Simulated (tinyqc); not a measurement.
Kinetic Monte Carlo and master equation for a particle on a ring of sites with traps and bias: one step, computed by the program tinyqc.

6 sites on a ring, numbered 1 to 6. The saddle between i and i+1 lies at E0 + s b_i and site i at s eps_i; a force F tilts the landscape, with the saddle half-way.

Problem. Closed form at zero force. At zero force D0 = a^2 nu exp(-E0/(k_B T)) / [<exp(-s eps/(k_B T))> <exp(s b/(k_B T))>], with means over the ring; Einstein relation v = D0 F/(k_B T); 1 angstrom = 1e-8 cm.

Inputs (values chosen for the exercise, for a model defect):

| quantity | value | unit |
|---|---|---|
| reference barrier E0 | 0.81 | eV |
| scale factor s of the disorder | 1 | - |
| attempt frequency nu | 19 | THz |
| temperature T | 590 | K |
| site spacing a | 3.1 | angstrom |
| force F along the ring | 0.034 | eV/angstrom |

Disorder: both.

site energies eps_i (eV): -0.078  0  -0.028  -0.049  0  -0.075

saddle shifts b_i between sites i and i+1 (eV): -0.073  -0.042  0.026  0.066  0.021  -0.052

Constants: k_B = 8.617333262e-05 eV/K.

Give: zero-force diffusivity D0; D0 over the value without disorder; Einstein drift.

Solution.

zero-force diffusivity D0 = 6.545e-10 cm^2/s

D0 over the value without disorder = 0.2975

Einstein drift = 0.04377 cm/s
